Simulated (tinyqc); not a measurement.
Van der Pauw, Hall and four-point-probe measurements on a doped layer: one step of the calculation.

A uniform p-type layer with sheet resistance Rs = 1/(q ns mu), point contacts, low field (mu B small).

Task. Sheet density, mobility and bulk values. Rs = 1/z; Hall sheet density B I/(q |VH|); Hall mobility |VH|/(Rs B I); true values ns = rH times the Hall density, mu = Hall mobility/rH; bulk density ns/t, resistivity Rs t; correction factor F = Rs/[(pi/ln 2)(RA + RB)/2].

Inputs (values chosen for the exercise):

| symbol | value | unit | meaning |
|---|---|---|---|
| rH | 1.18 |  | Hall factor |
| B | 2 | T | magnetic field |
| I | 50 | uA | current |
| t | 460 | nm | thickness of the layer |

Constants: q = 1.602176634e-19 C. Results are converted to the units shown.

converged z = 0.023327692 mS
VH = 14.163424 mV
RA = 246.63014 ohm
RB = 54884.529 ohm

Find: Rs; Hall sheet density; Hall mobility; ns; mu; bulk density; resistivity; F.

Result.

Rs = 42868 ohm/square
Hall sheet density = 4.4068e12 cm^-2
Hall mobility = 33.040 cm^2/(V s)
ns = 5.2000e12 cm^-2
mu = 28.000 cm^2/(V s)
bulk density = 1.1304e17 cm^-3
resistivity = 1.9719 ohm cm
F = 0.34311

Numbers from tinyqc (`OMP_NUM_THREADS=1 python tinyqc.py 2850182 2850183 out.jsonl`; about 0.01 s on one thread of a shared Intel Xeon 2.30GHz).
